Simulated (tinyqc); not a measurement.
Reflectance across the plasma edge: free-carrier optics of a doped semiconductor (Drude model with one polar phonon).

eps(E) = ei [1 - Ep^2/(E^2 + i E Gam)] + (es - ei) wT^2/(wT^2 - E^2 - i E gT), with Ep^2 = 8 pi c (e^2/(4 pi eps0)) N/(m ei), c = hbar^2/2m0, N in 1/angstrom^3 (1e-24 per 1/cm^3); Gam = hbar/tau, tau = mu m m0/e with m0/e = 5.685630e-12 kg/C and mu in m^2/(V s). Energies in meV.

n + i k = sqrt(eps1 + i eps2) with k >= 0; R = ((n - 1)^2 + k^2)/((n + 1)^2 + k^2) at normal incidence from vacuum; alpha = 2 E k/(hbar c), times 1e8 for 1/cm; loss function Im(-1/eps) = eps2/(eps1^2 + eps2^2).

Constants: hbar^2/2m0 = 3.80998211 eV angstrom^2; e^2/(4 pi eps0) = 14.39964547 eV angstrom; hbar = 6.58211957e-16 eV s; hbar c = 1973.269805 eV angstrom.

Parameters, chosen for this exercise (mass and dielectric values near those of SiC; N and mu are free inputs; interband absorption and the rise of the mass with filling are left out; the results hold for these values, not for the real material):
- N = 6.9e+17 1/cm^3 (carrier density)
- m = 0.419 m0 (conductivity mass)
- mu = 59 cm^2/(V s) (mobility)
- ei = 6.47 (high-frequency dielectric constant)
- wT = 99.8 meV (TO phonon)
- es = 9.62 (static dielectric constant)
- gT = 0.7 meV (phonon damping)

Spectrum:
```
E (meV)   eps1   eps2      R  alpha (1/cm)
1.9       8.59  25.48  0.536           582
5.6       8.61   8.54  0.342           753
9.4       8.65   4.96  0.285           774
13.1      8.71   3.44  0.266           759
15.9      8.77   2.74  0.259           736
18.7      8.84   2.24  0.256           709
23.4      8.97   1.66  0.255           656
28.1      9.13   1.28  0.256           600
37.5      9.51   0.80  0.261           492
56.2     10.66   0.38  0.282           332
93.7     32.76   1.58  0.494      1.31e+03
```

Give the missing row, E (meV) = 20.6.

Computed row:
```
E (meV)  eps1  eps2      R  alpha (1/cm)
20.6     8.89  1.98  0.255           688
```

Ep = 18.7 meV and Gam = 46.8 meV: Gam exceeds Ep, so damping washes the plasma edge out. R is 0.536 at the lowest energy and lowest, 0.255, at 23.4 meV of those listed; without damping and phonon it would vanish at Ep sqrt(ei/(ei - 1)) = 20.4 meV. At the highest energy R is 0.494, against 0.190 for ei alone. Between the last two rows alpha goes as E^2.68, where the Drude limit far above Ep and Gam is E^-2; Gam and the phonon term both still act in these rows.

tinyqc: `OMP_NUM_THREADS=1 python tinyqc.py 1651526 1651527 out.jsonl`; about 0.01 s, one thread, shared Intel(R) Xeon(R) Processor @ 2.30GHz.
